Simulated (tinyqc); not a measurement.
Model-solid line-up of a strained alloy layer on a substrate, step by step. Values are carried at full precision from step to step, so a last printed digit may differ when a step is redone from the rounded ones.

All values of the alloy are linear in x but the gap, Eg(x) = (1 - x) Eg_A + x Eg_B - C x (1 - x), and the valence edge, Ev(x) = (1 - x) Ev_A + x Ev_B + fv C x (1 - x); Ec = Ev + Eg. Ev is the top of the unstrained valence band on a scale common to all materials. In the layer only the Gamma valley of the conduction band is followed, also where an X or L valley would lie lower.

Inputs chosen for the exercise (A near GaAs, B near GaP, substrate near GaP; shifted at random, so the results belong to these values and not to a real crystal):
```
symbol  value           unit      meaning
a       (5.648, 5.449)  angstrom  lattice constant of A, B
Eg      (1.501, 2.889)  eV        gap at Gamma to the s-like level of A, B
Dso     (0.342, 0.08)   eV        spin-orbit splitting of A, B
Ev      (-0.79, -1.26)  eV        top of the unstrained valence band of A, B
ac      (-7.17, -8.11)  eV        conduction deformation potential of A, B
av      (1.15, 1.71)    eV        valence hydrostatic potential of A, B
b       (-2.02, -1.62)  eV        tetragonal shear potential of A, B
d       (-4.73, -4.65)  eV        trigonal shear potential of A, B
C11     (121.9, 139.9)  GPa       of A, B
C12     (56.2, 61.8)    GPa       of A, B
C44     (59.8, 69.7)    GPa       of A, B
C       0.188           eV        bowing of the gap
fv      0                         share of the bowing taken by the valence edge
x       0.79                      fraction of B
a_s     5.449           angstrom  substrate
face    110                       growth face
Eg_s    2.325           eV        lowest gap of the substrate
Ev_s    -1.26           eV        substrate valence edge
e14     -0.108          C/m^2     piezoelectric constant of the layer
eps     12                        dielectric constant
Lw      4               nm        thickness of the layer
```

## Values of the alloy

Interpolate.

Alloy at x (a in angstrom, C11, C12, C44 in GPa, all else in eV):
```
symbol     value
a         5.4908
Eg        2.5663
Dso       0.1350
Ev       -1.1613
ac       -7.9126
av        1.5924
b        -1.7040
d        -4.6668
C11     136.1200
C12      60.6240
C44      67.6210
```

## Strain on the (110) substrate

Coherent growth on a (110) face: e_par = (a_s - a)/a, e_perp = -(C11 + 3 C12 - 2 C44)/(C11 + C12 + 2 C44) e_par; exx = eyy = (e_par + e_perp)/2, ezz = e_par, exy = (e_perp - e_par)/2, eyz = ezx = 0.

Use the values of the alloy.

e_par = -0.007611
e_perp = 0.004190

strain tensor in the cubic axes:
```
           x          y          z
x  -0.001711   0.005900   0.000000
y   0.005900  -0.001711   0.000000
z   0.000000   0.000000  -0.007611
```

The layer is under compression in the plane; its volume changes by -1.103 %.

## Strained band edges

Strained edges: Ec + ac tr(e); the valence edges are Ev plus the levels of the 6 x 6 matrix of X, Y, Z times spin with -Dso/3 + l exx + m (eyy + ezz) on the diagonal (cyclic), n exy off it, l = av + 2 b, m = av - b, n = sqrt(3) d. Spin-orbit term (Dso/3) L.sigma on X, Y, Z with (L_k)_ij = -i epsilon_kij: <X+|H|Y+> = -i Dso/3, <X+|H|Z-> = Dso/3, <Y+|H|Z-> = -i Dso/3, <Z+|H|X-> = -Dso/3, <Z+|H|Y-> = i Dso/3, <X-|H|Y-> = i Dso/3, and their conjugates; + and - are the spin along z.

Give the hydrostatic shifts, the strain block and the edges.

ac tr(e), av tr(e) (eV): 0.0873  -0.0176

strain block (eV):
```
         X        Y       Z
X  -0.0276  -0.0477       0
Y  -0.0477  -0.0276       0
Z        0        0  0.0025
```

Ec and the three valence edges from the top (eV): 1.4923  -1.1487  -1.1950  -1.3279

strained gap = 2.6411 eV

Strain moves the gap by +75 meV: +105 meV from the volume and -30 meV from the splitting of the valence edge, which always raises the top.

## Offsets against the substrate material

dEc = Ec(substrate) - Ec(layer), dEv = Ev(layer) - Ev(substrate); positive values confine the carrier in the layer. Type I: both of one sign; type II: opposite signs; type III: the gaps do not overlap.

Give also the smallest gap across the interface, min Ec - max Ev.

dEc = -0.4273 eV
dEv = 0.1113 eV

type: II

smallest gap = 2.2137 eV

Electrons collect in the substrate material and holes in the layer. Where the alloy is indirect its X or L edge, left out, lies lower and changes dEc.

## Piezoelectric polarisation

P_x = 2 e14 eyz and cyclic. The field along the normal n of the (110) face is -P.n/(eps eps0) in a layer between thick unstrained barriers, eps0 = 8.8541878e-12 F/m; 1 kV/cm = 1e5 V/m.

P (C/m^2): 0.000000  0.000000  -0.001274

P.n = 0.000000 C/m^2
field along n = 0.0 kV/cm
potential drop across the layer = 0.0 mV

P lies along [001], in the plane of the layer, so a wide layer carries no field along its normal.

Program tinyqc; command `OMP_NUM_THREADS=1 python tinyqc.py 1081117 1081118 out.jsonl`; about 0.02 s on one thread of a shared Intel(R) Xeon(R) Processor @ 2.30GHz.
